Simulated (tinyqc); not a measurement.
Thin-film transistor with exponential tail and deep states, accumulation layer: effect of the total density of tail states.

An undoped film in accumulation, thicker than the space-charge layer. With band bending psi the Fermi level lies E0 - psi below the band edge. Free electrons n = n0 exp(psi/Vt) carry the current; electrons in two exponential distributions of traps, a = a0 exp(psi/Va) and d = d0 exp(psi/Vp), do not. Linear regime, ohmic contacts, traps in equilibrium.

Va = kB Tt/q, Vp = kB Td/q; n0 = Nc exp(-E0/Vt), a0 = Nt th(T/Tt) exp(-E0/Va), d0 = Nd th(T/Td) exp(-E0/Vp), th(x) = pi x/sin(pi x). G(psi) = sum over the three kinds of c0 [V (exp(psi/V) - 1) - psi], field F = sqrt(2 q G/(eps0 eps_r)); Vg = psi + eps0 eps_r F/Ci at the surface. Total charge Q = Ci (Vg - psi_s); free charge Qf = q times the integral of n0 (exp(psi/Vt) - 1)/F over psi from 0 to psi_s; I = (W/L) mb Qf Vd; effective mobility mb Qf/Q.

Inputs (values chosen for the exercise); values close to those of amorphous silicon: temperature T = 250 K; relative permittivity of the semiconductor eps_r = 11.8; density of extended states Nc = 4.8e19 cm^-3; band mobility mb = 10 cm^2/(V s); characteristic temperature of the tail Tt = 320 K; total density of deep states Nd = 7.4e17 cm^-3; characteristic temperature of the deep states Td = 1040 K; bulk Fermi level below the band edge E0 = 0.46 eV; gate capacitance Ci = 20 nF/cm^2; ratio W/L WL = 20; drain voltage Vd = 0.2 V; gate voltage above flat band Vg = 17 V.

Constants: q = 1.602176634e-19 C, kB = 1.380649e-23 J/K, Vt = kB T/q, eps0 = 8.8541878128e-14 F/cm where lengths are in cm. Results are converted to the units shown.

Results:

| Nt (cm^-3) | E0 - psi_s (eV) | Q (nC/cm^2) | free share (%) | effective mobility (cm^2/(V s)) | I (nA) |
|---|---|---|---|---|---|
| 2e18 | 0.03360 | 331.5 | 51.67 | 5.167 | 6851 |
| 4.6e18 | 0.03939 | 331.6 | 39.10 | 3.910 | 5186 |
| 2.4e19 | 0.06471 | 332.1 | 11.90 | 1.190 | 1581 |
| 5.6e19 | 0.08410 | 332.5 | 4.855 | 0.4855 | 645.7 |
| 1.3e20 | 0.1054 | 332.9 | 1.816 | 0.1816 | 241.8 |
| 3e20 | 0.1276 | 333.4 | 0.6561 | 0.06561 | 87.48 |

Estimate the missing row, Nt = 1.1e19 cm^-3.

Computed row:

| Nt (cm^-3) | E0 - psi_s (eV) | Q (nC/cm^2) | free share (%) | effective mobility (cm^2/(V s)) | I (nA) |
|---|---|---|---|---|---|
| 1.1e19 | 0.05029 | 331.8 | 23.33 | 2.333 | 3096 |

With this row back in the table: As Nt goes from 2e18 to 3e20 cm^-3, the free share falls from 51.7 to 0.656 %, the distance of the Fermi level from the edge rises from 0.0336 to 0.128 eV and the current falls from 6850 to 87.5 nA. Q varies by only 0.57 %: the gate sets the charge, the traps decide how much of it moves. For Nt = 2e18 to 4.6e18 cm^-3 the surface Fermi level is within 2 Vt of the band edge, where the exponential forms fail. In every row the th form, which assumes a Fermi level far below the edge, overcounts the filled tail at the surface by more than 15 %.

Numbers from tinyqc (`OMP_NUM_THREADS=1 python tinyqc.py 2610032 2610033 out.jsonl`; about 0.01 s on one thread of a shared Intel Xeon 2.30GHz).
